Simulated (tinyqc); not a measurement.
# Sheet resistance and Hall data of a diffused or implanted layer, step by step

A worked calculation. Computed by tinyqc, a small Python program that keeps every step. Command: `OMP_NUM_THREADS=1 python tinyqc.py 3023708 3023709 out.jsonl layer walk`. One thread of a shared host (Intel(R) Xeon(R) Processor @ 2.30GHz), about 0.01 s of CPU time with the checks. Intermediate numbers are printed to about 7 digits and carried at full precision; extremes and crossings named in words are read from the listed rows.

Carriers are taken equal to the net active doping down to the junction (full ionisation, which deep dopants in wide-gap hosts do not reach; no spill-over, no depletion), and the Hall factor is 1.

Inputs (values chosen for the exercise, modelled on silicon in GaN):
```
quantity                                 value        unit
mu_min                                    53.1  cm^2/(V s)
mu_max                                     990  cm^2/(V s)
N_ref                                    2e+17      1/cm^3
exponent alpha                               1           -
peak concentration N_0                 3.5e+17      1/cm^3
length scale l                             130          nm
background doping N_B (opposite type)  1.2e+14      1/cm^3
probe current I                              2          mA
magnetic field B                             1           T
```

Profile: Gaussian at the surface. Activation: complete.

Constants: e = 1.602176634e-19 C.

## Dose and junction depth

N(x) = N_0 exp(-x^2/l^2), dose N_0 l sqrt(pi)/2, junction x_j = l sqrt(ln(N_0/N_B)).

dose = 4.032333e+12 1/cm^2

junction depth x_j = 367.1941 nm

## Profile

Mobility mu = mu_min + (mu_max - mu_min)/(1 + (N_t/N_ref)^alpha), N_t = active doping + N_B; carriers n = active doping - N_B, all dopants active. sigma = e n mu.

Depth, doping, carriers, mobility and conductivity at 2, 10, 20, 35, 50, 65, 80, 90 and 98 % of the layer:
```
x (nm)      N (1/cm^3)    n (1/cm^3)  mu (cm^2/(V s))  sigma (S/cm)
7.3439    3.488848e+17  3.487648e+17         394.4085  2.203887e+01
36.7194   3.231612e+17  3.230412e+17         411.1866  2.128175e+01
73.4388   2.543739e+17  2.542539e+17         465.3827  1.895782e+01
128.5179  1.317102e+17  1.315902e+17         617.7864  1.302484e+01
183.5971  4.762625e+16  4.750625e+16         809.4384  6.160911e+00
238.6762  1.202689e+16  1.190689e+16         936.3559  1.786281e+00
293.7553  2.120999e+15  2.000999e+15         979.6184  3.140611e-01
330.4747  5.463988e+14  4.263988e+14         986.8886  6.742089e-02
359.8502  1.645852e+14  4.458519e+13         988.6688  7.062393e-03
```

The mobility varies by a factor 2.5 across these points and the conductivity by 3120.

## Sheet values

Integrals from x_0 (0 unless stated) to x_j by the midpoint rule on 400 even intervals: 1/R_s = e int n mu dx; sheet density n_s = int n dx; Hall sheet density (int n mu dx)^2/int n mu^2 dx; Hall mobility int n mu^2 dx/int n mu dx. Mean conductivity 1/(R_s x_j); mean mobility 1/(e n_s R_s).

sheet resistance R_s = 3106.836 ohm

sheet density n_s = 4.027665e+12 1/cm^2

mean mobility = 498.7902 cm^2/(V s)

Hall sheet density = 3.772696e+12 1/cm^2

Hall mobility = 532.4998 cm^2/(V s)

mean conductivity 1/(R_s x_j) = 8.765687 S/cm

Carriers amount to 99.9 % of the dose. A Hall measurement weights the mobile tail and reports 93.7 % of n_s.

## What the probes read

Collinear four-point probe on a large thin layer: V = I R_s ln(2)/pi. Van der Pauw on a symmetric sample: R = R_s ln(2)/pi as well. Hall voltage V_H = I B/(e x Hall sheet density); tangent of the Hall angle V_H/(I R_s).

four-point voltage = 1370.957 mV

Hall voltage = 330.8779 mV

tangent of the Hall angle = 0.05324998

Caution: the four-point voltage exceeds 1 V, where heating and junction leakage disturb the reading; a real measurement would use a smaller current.

## Shortcuts against the integral

Shortcuts: R_s = 1/(e Q mu) with the dose Q and the mobility at the (active) peak concentration; 1/(e n_s mu) with mu at N_t = n_s/x_j + N_B; 1/(e Q mu_max).

Sheet resistances:
```
method                                   R_s (ohm)  deviation (%)
integral                                  3106.836        0.00000
dose, mobility at the peak                3931.421       26.54098
n_s, mobility at the mean concentration   2355.367      -24.18760
dose, mu_max                              1563.501      -49.67547
```

The closest shortcut is «n_s, mobility at the mean concentration» (-24.2 %). The peak mobility is the lowest in the layer, so with full activation it overestimates R_s.

## Stripping the layer step by step

After removing a depth d the integrals start at d. Differences between neighbouring rows give the local conductivity -d(1/R_s)/dx at the middle of the slice (the last slice uses one more step, not listed).

Differential sheet resistance:
```
removed d (nm)  R_s (ohm)  slice conductivity (S/cm)  sigma at mid-slice (S/cm)
0                  3106.8                   21.80316                   21.86968
37                 4146.0                   20.21585                   20.27866
74                 6009.6                   17.13978                   17.19138
111                9710.3                   12.88027                   12.90052
148               18074.6                    8.19825                    8.16589
185               40011.6                    4.24204                    4.17551
222              107559.4                    1.75645                    1.69993
259              357355.9                    0.58362                    0.55383
```

R_s doubles after removing between 74.0 and 111 nm of a layer 367 nm deep, so half the current flows above that depth. Where sigma exceeds a tenth of its largest listed value, the slice values agree with it within 2 %.

Checks made by the program: conductance integral against adaptive quadrature (relative difference 9e-09).
